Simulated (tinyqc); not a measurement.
Kinetics of strain relaxation and threading dislocations in mismatched semiconductor layers: one step, computed by the program tinyqc.

60-degree dislocations on {111} planes of a (001) layer, isotropic elasticity. The Schmid factor is 1/sqrt(6), and a misfit segment relieves strain with b/2.

Question. Relaxation in the anneal. Excess resolved stress tau = (1/sqrt 6) [2 G (1 + nu)/(1 - nu)] (e - e_eq), e_eq = b (1 - nu/4) [ln(h/b) + 1]/(4 pi (1 + nu) h), the Matthews-Blakeslee strain of an uncapped layer; glide velocity v = v0 tau exp(-Q/(k_B T)), tau in MPa. Threads run in two directions, so de/dt = -(b/4) rho v, and they multiply as d rho/dt = delta rho v. With x = e - e_eq, x0 = f - e_eq (fully strained at t = 0) and v = m S x (m the mobility, S x = tau): rho = rho_0 + (4 delta/b)(x0 - x), so dx/dt = -k x (a - x), k = delta m S, a = x0 + b rho_0/(4 delta): a logistic law, x = a/[1 + (a/x0 - 1) exp(k a t)]. The half time is that at which x = x0/2.

Inputs (values chosen for the exercise, modelled on Ge on Si): misfit f = 0.0414; shear modulus G = 56.7 GPa; Poisson ratio nu = 0.26; Burgers vector b = 4 angstrom; anneal temperature T = 616 K; anneal time t = 150 s; initial thread density rho_0 = 1e+06 1/cm^2; multiplication constant delta = 12000 1/m.

Sources: multiplication.

mobility v/tau = 2.549500e-09 m/s per MPa

equilibrium strain e_eq = 0.009965244

Give: strain left e; share of the excess strain relieved; thread density; half time.

Answer.

strain left e = 0.010098

share of the excess strain relieved = 99.579 %

thread density = 3.7663e+08 1/cm^2

half time = 78.122 s

The layer has reached its equilibrium strain. The misfit lines laid down are 0.0064 micrometre apart. Caution: at stresses above about 1 GPa the linear velocity law understates glide, as stress lowers the kink barrier. Caution: at such misfit the layer islands and relaxes during the first nanometres, so a uniform strained start is an idealisation. Caution: blocking of threads by crossing misfit lines, left out here, leaves real layers with more strain.
